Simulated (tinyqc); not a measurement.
Equilibrium and kinetic segregation of a solute to boundaries and growing surfaces: one step, computed by the program tinyqc.

Question. Coverage for very large grains. With theta the solute fraction on boundary sites and x that in the grains, theta/(1 - theta) = [x/(1 - x)] exp[Q/(k_B T)]. The coverage theta_inf is that for x = x0.

Inputs (values chosen for the exercise, for a model alloy): segregation energy Q = 0.689 eV; total solute fraction x0 = 0.0007; temperature T = 1250 K.

Isotherm: Langmuir-McLean.

Constants: k_B = 8.617333262e-05 eV/K.

Give: coverage theta_inf.

Answer.

coverage theta_inf = 0.2958
